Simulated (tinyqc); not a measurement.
Haynes-Shockley experiment: what a collector records, against the sweep field along the drift.

A sheet injected at x = 0, t = 0 gives at x = L the signal n(t) = N0 exp(-t/tau - (L - v t)^2/(4 D t))/sqrt(4 pi D t), D = mu Vt, v = mu F. Its peak lies at tp = [-D + sqrt(D^2 + u^2 L^2)]/u^2, u^2 = v^2 + 4 D/tau; dt is the full width at half height. Simple readings: mobility L/(F tp), diffusion coefficient (L dt/tp)^2/(16 ln 2 tp). Area v times the integral of n over N0: (v/u) exp(L (v - u)/(2 D)).

Values chosen for this exercise: temperature T = 250 K; minority-carrier mobility mu = 1200 cm^2/(V s); lifetime tau = 1.1e-7 s; distance from injector to collector L = 49 um.

Constants: q = 1.602176634e-19 C, kB = 1.380649e-23 J/K, Vt = kB T/q. Results are converted to the units shown.

Haynes-Shockley experiment: what a collector records, against the sweep field along the drift:

| F (V/cm) | L/v (us) | tp (us) | dt (us) | apparent mobility (cm^2/(V s)) | apparent D (cm^2/s) | area | exp(-L/(v tau)) |
|---|---|---|---|---|---|---|---|
| 15 | 0.2722 | 0.1189 | 0.1608 | 2748 | 33.31 | 0.09592 | 0.08418 |
| 26 | 0.1571 | 0.09932 | 0.1199 | 1898 | 31.76 | 0.2173 | 0.2399 |
| 45 | 0.09074 | 0.07249 | 0.07251 | 1502 | 29.88 | 0.4037 | 0.4383 |
| 78 | 0.05235 | 0.04716 | 0.03704 | 1332 | 28.32 | 0.5976 | 0.6213 |
| 130 | 0.03141 | 0.02981 | 0.01830 | 1264 | 27.35 | 0.7395 | 0.7516 |
| 230 | 0.01775 | 0.01731 | 0.008000 | 1231 | 26.70 | 0.8462 | 0.8510 |
| 410 | 0.009959 | 0.009834 | 0.003401 | 1215 | 26.33 | 0.9117 | 0.9134 |
| 710 | 0.005751 | 0.005712 | 0.001500 | 1208 | 26.12 | 0.9485 | 0.9491 |

True values: mu = 1200 cm^2/(V s), D = 25.9 cm^2/s. The apparent mobility is 2.29 times the true one in the first row and 0.69 % above it in the last, and the apparent D 29 % above and 1.1 % above D. The peak always comes before L/v, since spreading and decay both weigh down the later part of the signal; the shift is 56 % and 0.68 % in these rows.

Computed by the program tinyqc: `OMP_NUM_THREADS=1 python tinyqc.py 2310036 2310037 out.jsonl`, one thread of a shared Intel Xeon 2.30GHz, about 0.01 s for the whole run.
